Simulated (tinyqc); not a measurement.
# Gate-all-around wire, scale length and short-channel effects: several studies

A round wire of diameter ts in an insulator shell of thickness ti under a surrounding gate. Below threshold the potential that source and drain add obeys Laplace's equation and vanishes on the gate. Its lowest mode decays along the channel as exp(-k y); k is the smallest positive root of the matching condition at the interface, and the scale length is Lambda = pi/k.

Values chosen for this exercise; permittivities: semiconductor close to that of germanium, insulator close to that of silicon nitride:
- T = 300 K (temperature)
- eps_r = 15.8 (relative permittivity of the semiconductor)
- ei = 7.55 (relative permittivity of the insulator)
- ti = 1.8 nm (insulator thickness)
- ts = 11.1 nm (wire diameter)
- L = 16 nm (channel length)
- Vbi = 1.03 V (potential of the source)
- sT = 0.63 V (potential of the barrier top at threshold)
- Vds = 0.6 V (drain voltage)

Constants: q = 1.602176634e-19 C, kB = 1.380649e-23 J/K, Vt = kB T/q. Results are converted to the units shown.

Each table varies one quantity; the others keep the values above.

## Effect of the drain voltage

k is the smallest positive root of f(k) = ei J0(u)[J1(u) Y0(v) - Y1(u) J0(v)] - eps_r J1(u)[J0(u) Y0(v) - Y0(u) J0(v)], u = k ts/2, v = u + k ti. Along the channel psi(y) = s + a exp(y/l) + b exp(-y/l) with psi(0) = Vbi, psi(L) = Vbi + Vds and l = 1/k = Lambda/pi; with A = Vbi - s, B = A + Vds, x = exp(-L/l): a = (B - A x) x/(1 - x^2), b = (A - B x)/(1 - x^2). The minimum is s + 2 sqrt(a b), at y = (l/2) ln(b/a). The long-channel potential follows the gate as s = sT + (Vg - VTL)/m, and the threshold VT is the gate voltage at which the minimum equals sT. Swing = m Vt ln 10/g at threshold, g = d(minimum)/ds = 1 - (b x + a)/((1 + x) sqrt(a b)). DIBL = [VT(0.05 V) - VT(Vds)]/(Vds - 0.05 V). sT and Vbi are held fixed; m = 1.

The same in every row: Lambda (nm) = 11.75; L/Lambda = 1.362.

Effect of the drain voltage:
```
Vds (V)  VT - VTL at Vds (mV)  DIBL (mV/V)  swing (mV/decade)
0.2                    -148.7        135.8              77.82
0.35                   -167.1        129.4              78.25
0.5                    -184.2        124.3              78.74
0.65                   -200.3        120.0              79.26
0.8                    -215.5        116.3              79.78
0.95                   -230.1        113.1              80.31
1.1                    -244.2        110.3              80.83
```

As Vds goes from 0.2 to 1.1 V, Lambda stays at 11.7 nm, DIBL falls from 136 to 110 mV/V and the swing rises from 77.8 to 80.8 mV a decade. In every row L is under 1.5 Lambda, where higher modes, left out of the one-mode potential, count.

## Effect of the insulator thickness

Same model as above.

Effect of the insulator thickness:
```
ti (nm)  Lambda (nm)  L/Lambda  VT - VTL at Vds (mV)  DIBL (mV/V)  swing (mV/decade)
0.6            8.898     1.798                -85.78        52.49              68.27
0.78           9.369     1.708                -100.9        61.95              69.79
1              9.923     1.612                -120.3        74.07              71.71
1.3            10.64     1.504                -147.7        91.32              74.43
1.7            11.53     1.387                -185.4        115.2              78.14
2.2            12.56     1.274                -233.9        146.2              82.88
2.9            13.88     1.153                -303.4        190.7              89.61
```

As ti goes from 0.6 to 2.9 nm, Lambda rises from 8.90 to 13.9 nm, DIBL rises from 52.5 to 191 mV/V and the swing rises from 68.3 to 89.6 mV a decade. On average Lambda goes as ti^(0.28). For ti = 1.7 to 2.9 nm L is under 1.5 Lambda, where higher modes, left out of the one-mode potential, count.

## Effect of the relative permittivity of the insulator

Same model as above.

Effect of the relative permittivity of the insulator:
```
ei   Lambda (nm)  L/Lambda  VT - VTL at Vds (mV)  DIBL (mV/V)  swing (mV/decade)
3.9       14.866    1.0763               -360.53       227.59             95.130
5.7       12.910    1.2393               -251.43       157.37             84.581
8.5       11.318    1.4137               -176.01       109.25             77.216
12        10.264    1.5588               -133.01       82.065             72.976
18        9.3357    1.7138               -99.838       61.255             69.679
27        8.6734    1.8447               -78.969       48.256             67.589
40        8.2235    1.9457               -66.160       40.319             66.299
```

As ei goes from 3.9 to 40, Lambda falls from 14.9 to 8.22 nm, DIBL falls from 228 to 40.3 mV/V and the swing falls from 95.1 to 66.3 mV a decade. On average Lambda goes as ei^(-0.25). For ei = 3.9 to 8.5 L is under 1.5 Lambda, where higher modes, left out of the one-mode potential, count.

tinyqc, about 0.02 s, one thread, Intel Xeon 2.30GHz (shared host): `OMP_NUM_THREADS=1 python tinyqc.py 2420151 2420152 out.jsonl`
